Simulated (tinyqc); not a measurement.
# Capacitance measurement on a leaky thin oxide: effects of series resistance and leakage: readings against frequency

The device is a capacitance C in parallel with a leakage conductance G, in series with Rs and Ls. An impedance meter reports either a parallel pair (Cp, Gp) from Y = 1/Z = Gp + i w Cp or a series pair (Cs, Rm) from Z = Rm + 1/(i w Cs); w = 2 pi f, dissipation D = Gp/(w |Cp|).

EOT = 3.9 tox/eox; CET = EOT + zc + zp; C = 3.9 eps0 A/CET; G = Jg A/Vs. Z = Rs + i w Ls + 1/(G + i w C); CET read from Cp = 3.9 eps0 A/Cp; errors under 0.001 % are printed as 0.

Parameters, values chosen for the exercise; values of the order met in thin-oxide MOS capacitors:
```
symbol  value    unit                                                                 meaning
eox       3.9          relative permittivity of the gate insulator (close to silicon dioxide)
tox       1.9      nm                                                     insulator thickness
A        2500    um^2                                                               gate area
zc       0.43      nm              oxide-equivalent thickness added by the accumulation layer
zp          0      nm                      oxide-equivalent thickness added by gate depletion
Jg      0.089  A/cm^2              gate leakage current density, not matched to the thickness
Vs       0.28       V                               voltage for an e-fold rise of the leakage
Rs        280     ohm                                                       series resistance
Ls          0      nH                                                       series inductance
```

Constants: eps0 = 8.8541878128e-14 F/cm where lengths are in cm. Results are converted to the units shown.

The same in every row: C (pF) = 37.05.

Results:

| f (Hz) | Cp (pF) | Cs (pF) | D | error of Cp (%) | error of Cs (%) | CET read from Cp (nm) |
|---|---|---|---|---|---|---|
| 1000 | 36.89 | 4.321e4 | 34.21 | -0.444 | 1.17e5 | 2.340 |
| 3000 | 36.89 | 4834 | 11.40 | -0.444 | 1.29e4 | 2.340 |
| 10000 | 36.89 | 468.8 | 3.422 | -0.444 | 1170 | 2.340 |
| 30000 | 36.89 | 85.02 | 1.142 | -0.444 | 129 | 2.340 |
| 1e5 | 36.88 | 41.37 | 0.3486 | -0.448 | 11.7 | 2.340 |
| 1e6 | 36.73 | 37.09 | 0.09939 | -0.863 | 0.117 | 2.350 |
| 3e6 | 35.53 | 37.06 | 0.2070 | -4.09 | 0.0129 | 2.429 |
| 1e7 | 25.92 | 37.05 | 0.6553 | -30.0 | 1.17e-3 | 3.330 |
| 3e7 | 7.673 | 37.05 | 1.957 | -79.3 | 0 | 11.25 |

Estimate the missing row, f = 3e5 Hz.

Computed row:

| f (Hz) | Cp (pF) | Cs (pF) | D | error of Cp (%) | error of Cs (%) | CET read from Cp (nm) |
|---|---|---|---|---|---|---|
| 3e5 | 36.87 | 37.53 | 0.1336 | -0.481 | 1.29 | 2.341 |

With this row back in the table: D goes from 34.2 through a minimum of 0.0994 (at f = 1e6 Hz among the rows listed) to 1.96; without inductance its minimum lies at f = sqrt(G (1 + G Rs)/Rs)/(2 pi C) = 7.24e5 Hz. The error of Cp goes from -0.444 to -79.3 % and that of Cs from 1.17e5 to 0 %; at low frequency Cp tends to C/(1 + G Rs)^2 and Cs grows as 1 + (G/(w C))^2. One of the two readings is within 2 % of C for f = 1000, 3000, 10000, 30000, 1e5, 3e5, 1e6, 3e6, 1e7, 3e7 Hz. For f = 1000, 3000, 10000, 30000, 3e7 D exceeds 1, where the accuracy of real meters degrades in proportion to sqrt(1 + D^2).

Program tinyqc, `OMP_NUM_THREADS=1 python tinyqc.py 2022049 2022050 out.jsonl`; Intel Xeon 2.30GHz, shared host, one thread, about 0.01 s.
